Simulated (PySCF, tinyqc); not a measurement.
RHF in the 3-21g basis, for H3+, spin multiplicity 1, step by step. The lowest restricted solution is unstable here: a spin-polarised one lies 0.0018 hartree lower (PySCF). One step of it, computed by the program tinyqc.

Question. Iteration 5 (converged): orbitals. Diagonalise F' = X^T F X, C = X C', fill 1 alpha and 1 beta electrons from the bottom; D = 2 C_occ C_occ^T. Each column has its largest component positive (the first on a tie).

converged F (hartree), order 1H 1s, 1H 2s, 2H 1s, 2H 2s, 3H 1s, 3H 2s:
```
[[-0.076224, -0.568843, -0.168023, -0.318530, -0.167865, -0.318385],
 [-0.568843, -0.588203, -0.311415, -0.444887, -0.311260, -0.444742],
 [-0.168023, -0.311415, -0.071394, -0.529612, -0.083385, -0.212099],
 [-0.318530, -0.444887, -0.529612, -0.523229, -0.212087, -0.343541],
 [-0.167865, -0.311260, -0.083385, -0.212087, -0.071405, -0.529565],
 [-0.318385, -0.444742, -0.212099, -0.343541, -0.529565, -0.523150]]
```

X, order 1H 1s, 1H 2s, 2H 1s, 2H 2s, 3H 1s, 3H 2s:
```
[[1.249317, -0.505212, 0.030610, 0.029269, 0.030585, 0.029301],
 [-0.505212, 1.490925, 0.017700, -0.305596, 0.017724, -0.305420],
 [0.030610, 0.017700, 1.243620, -0.486863, 0.006728, 0.036117],
 [0.029269, -0.305596, -0.486863, 1.395307, 0.036103, -0.141126],
 [0.030585, 0.017724, 0.006728, 0.036103, 1.243615, -0.486849],
 [0.029301, -0.305420, 0.036117, -0.141126, -0.486849, 1.395175]]
```

Give: F' = X^T F X; orbital energies; coefficients C; D after iteration 5.

Answer.

F' = X^T F X (hartree):
```
[[0.418, -0.634, -0.002, -0.097, -0.002, -0.097],
 [-0.634, -0.029, -0.106, -0.162, -0.106, -0.162],
 [-0.002, -0.106, 0.387, -0.599, 0.007, -0.045],
 [-0.097, -0.162, -0.599, -0.042, -0.045, -0.131],
 [-0.002, -0.106, 0.007, -0.045, 0.387, -0.598],
 [-0.097, -0.162, -0.045, -0.131, -0.598, -0.042]]
```

orbital energies (hartree): [-0.833, -0.338, -0.241, 0.778, 0.807, 0.907]

coefficients C, order 1H 1s, 1H 2s, 2H 1s, 2H 2s, 3H 1s, 3H 2s:
```
[[0.204, 0.000, 0.251, -0.687, 0.001, 1.115],
 [0.349, 0.000, 0.879, 0.946, -0.001, -0.936],
 [0.173, -0.241, -0.141, 0.755, -0.919, 0.514],
 [0.298, -0.634, -0.508, -0.765, 0.957, -0.220],
 [0.173, 0.242, -0.140, 0.756, 0.918, 0.514],
 [0.298, 0.635, -0.507, -0.767, -0.956, -0.220]]
```

D after iteration 5, order 1H 1s, 1H 2s, 2H 1s, 2H 2s, 3H 1s, 3H 2s:
```
[[0.083, 0.142, 0.071, 0.122, 0.071, 0.122],
 [0.142, 0.244, 0.121, 0.208, 0.121, 0.208],
 [0.071, 0.121, 0.060, 0.103, 0.060, 0.103],
 [0.122, 0.208, 0.103, 0.178, 0.103, 0.178],
 [0.071, 0.121, 0.060, 0.103, 0.060, 0.103],
 [0.122, 0.208, 0.103, 0.178, 0.103, 0.178]]
```
